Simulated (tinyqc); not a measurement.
Worked calculation: tight binding, dimerised chain. One step of it, computed by the program tinyqc.

Task: Bloch Hamiltonian at k. H_AA = +delta, H_BB = -delta, H_AB = -t1 - t2 exp(-i k a).

Parameters chosen for this model:
```
parameter     value                      unit
t1         0.460000       eV, inside the cell
t2         1.520000         eV, between cells
delta             0  eV, +/- on the two sites
```

k point k (2 pi / a): 0.240000

Give: H(k) at k.

Result:

H(k) at k (eV):
```
               A              B
A          0.000  -0.555+1.517i
B  -0.555-1.517i          0.000
```
